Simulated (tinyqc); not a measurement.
Gate-all-around wire with two subbands, quantum capacitance: one step of the calculation.

phi is the Fermi level above the lowest subband edge, in volts; Vg is counted from the gate voltage at which an empty wire would have phi = 0. Both directions of motion are filled (equilibrium).

Task. New phi. N1 = gv sqrt(2 md m0 kB T/(pi hbar^2)); n1 = N1 F(phi/Vt), n2 = g2 N1 F((phi - E2)/Vt), n = n1 + n2, F(e) = (1/sqrt(pi)) int_0^infinity u^(-1/2) du/(1 + exp(u - e)); Cq = q dn/dphi = (q N1/Vt) [F'(phi/Vt) + g2 F'((phi - E2)/Vt)]. Newton: f = phi + q (n)/Cox - Vg, phi(new) = phi - f/(1 + (Cq)/Cox).

Values chosen for this exercise: temperature T = 77 K; mass along the wire md = 0.13 m0; valley degeneracy gv = 1; second subband above the first E2 = 0.21 eV; orbital degeneracy of the second subband g2 = 2; gate voltage Vg = 0.85 V.

Constants: q = 1.602176634e-19 C, kB = 1.380649e-23 J/K, hbar = 1.054571817e-34 J s, m0 = 9.1093837015e-31 kg, Vt = kB T/q. Results are converted to the units shown.

phi at the start = 0.01 V
Cox = 1.5780943 pF/cm

Find: n1; n2; Cq; f; phi after iteration 1.

Result.

n1 = 1.0632e6 cm^-1
n2 = 1.3790e-7 cm^-1
Cq = 9.0123 pF/cm
f = -0.73206 V
phi after iteration 1 = 0.11909 V

Program tinyqc, `OMP_NUM_THREADS=1 python tinyqc.py 2200006 2200007 out.jsonl`; Intel Xeon 2.30GHz, shared host, one thread, about 0.01 s.
